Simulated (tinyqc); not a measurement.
Error of the time step: velocity overshoot from momentum and energy balance equations after a field step. Computed by tinyqc, a small Python program. Command: `OMP_NUM_THREADS=1 python tinyqc.py 3007327 3007328 out.jsonl overshoot walk`. One thread of a shared host (Intel(R) Xeon(R) Processor @ 2.30GHz), about 0.02 s of CPU time with the checks.

At t = 0 the field jumps from 0 to F in a uniform sample. v is the drift velocity and u = w - (3/2) k_B T the excess energy per carrier.

Inputs (values chosen for the exercise, modelled on holes in silicon except for tau_E):
```
quantity,value,unit
effective mass m,0.38,m_0
low-field mobility mu_0,450,cm^2/(V s)
saturation velocity v_s,0.92,1e7 cm/s
energy relaxation time tau_E,0.19,ps
field after the step F,180,kV/cm
lattice temperature T,300,K
time step dt,0.92,fs
```

Scheme: implicit in the damping.

Constants: m_0 = 9.1093837015e-31 kg; e = 1.602176634e-19 C; k_B = 8.617333262e-05 eV/K.

Method:
- dv/dt = e F/m - v/tau_m(u), du/dt = e F v - u/tau_E, tau_m(u) = tau_0/(1 + c u), tau_0 = m mu_0/e, c = mu_0/(e tau_E v_s^2); this choice gives the steady state v (1 + mu_0 F v/v_s^2) = mu_0 F, which saturates at v_s. Steady velocity v = 2 mu_0 F/(1 + sqrt(1 + 4 (mu_0 F/v_s)^2)); u = e F v tau_E; carrier temperature T + 2u/(3 k_B), neglecting the drift energy m v^2/2.
- Step: v_new = (v + dt e F/m)/(1 + dt/tau_m(u)), u_new = (u + dt e F v_new)/(1 + dt/tau_E). Start v = u = 0; the distance adds dt (v + v_new)/2.
- The peak velocity is recomputed with dt/2 and dt/4 and by an adaptive Runge-Kutta method (tolerance 1e-9).

tau_0 = 97.2243 fs

acceleration e F/m = 0.0833125 1e7 cm/s per fs

c = 27.9823 1/eV

steady velocity = 0.869235 1e7 cm/s

Peak velocity:
```
step,v_peak (1e7 cm/s),error (%)
dt,2.1238,-0.18693
dt/2,2.1257,-0.09700
dt/4,2.1268,-0.04902
adaptive,2.1278,0.00000
```

What does the comparison show, and why?

The implicit scheme puts the peak 0.19 % too low; halving dt divides the error by 1.93, as a first-order method should.

Extremes, crossings and ranges named in words are read from the listed rows.
